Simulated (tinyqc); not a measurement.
# Changing the density n2

Model: Hall effect and magnetoresistance of several carrier groups with constant relaxation times. Computed by tinyqc, a small Python program. Command: `OMP_NUM_THREADS=1 python tinyqc.py 3008514 3008515 out.jsonl hall2 sweep`. One thread of a shared host (Intel(R) Xeon(R) Processor @ 2.30GHz), about 0.01 s of CPU time with the checks.

Group 1 has charge +e and group 2 charge +e; s_i is that sign. B lies along z; mu B is formed with mu in m^2/(V s).

Inputs (values chosen for the exercise, for a model conductor): density n1 = 3.8e+17 1/cm^3; mobility mu1 = 45000 cm^2/(V s); mobility mu2 = 9000 cm^2/(V s); magnetic field B = 12 T.

Carriers: light and heavy holes. Densities: per volume.

Constants: e = 1.602176634e-19 C.

Method:
- sigma_xx = sum n_i e mu_i/(1 + mu_i^2 B^2); sigma_xy = sum s_i n_i e mu_i^2 B/(1 + mu_i^2 B^2).
- rho_xx = sigma_xx/(sigma_xx^2 + sigma_xy^2); Hall coefficient R_H = sigma_xy/(B (sigma_xx^2 + sigma_xy^2)), with B in V s/cm^2 (1 T = 1e-4 V s/cm^2); magnetoresistance MR = rho_xx(B)/rho_xx(0) - 1. Apparent density 1/(e |R_H|); Hall mobility |R_H|/rho_xx.
- Weak field: R_H(0) = sum s_i n_i mu_i^2/(e (sum n_i mu_i)^2); MR = c B^2 with c = n1 n2 mu1 mu2 (s1 mu1 - s2 mu2)^2/(n1 mu1 + n2 mu2)^2. Strong field: R_H = 1/(e sum s_i n_i); rho_xx saturates at (n1/mu1 + n2/mu2)/(e (sum s_i n_i)^2).

One run for each value; columns: (1) density n2 (1/cm^3); (2) Hall coefficient R_H (cm^3/C); (3) R_H at weak field (cm^3/C); (4) magnetoresistance MR (%); (5) rho_xx (ohm cm):
```
(1)          (2)     (3)     (4)         (5)
1.10e+16  15.965  16.255   8.678  3.9439e-04
2.60e+16  15.378  16.028  19.033  4.2861e-04
5.90e+16  14.227  15.547  36.974  4.8490e-04
1.40e+17  12.016  14.458  62.628  5.5286e-04
3.10e+17   9.058  12.536  78.899  5.6139e-04
7.00e+17   5.786   9.418  72.832  4.6100e-04
1.60e+18   3.155   5.656  49.574  2.9637e-04
3.70e+18   1.530   2.627  27.011  1.5729e-04
8.30e+18   0.719   1.068  13.390  7.7094e-05
1.90e+19   0.322   0.407   6.149  3.5222e-05
```

What does the table show, and why?

Over the rows, Hall coefficient R_H (cm^3/C) falls from 16.0 to 0.322 (exponent d ln y / d ln x -0.044 between the first rows and -0.97 between the last); R_H at weak field (cm^3/C) falls from 16.3 to 0.407 (exponent d ln y / d ln x -0.016 between the first rows and -1.2 between the last); magnetoresistance MR (%) goes from 8.68 through a maximum among these rows, 78.9 at 3.10e17, to 6.15. Both groups have one sign, so R_H cannot pass zero.

Caution (all rows): mu B is well above 1, where Landau quantisation, left out here, shows at low temperature.

Extremes, crossings and ranges named in words are read from the listed rows.
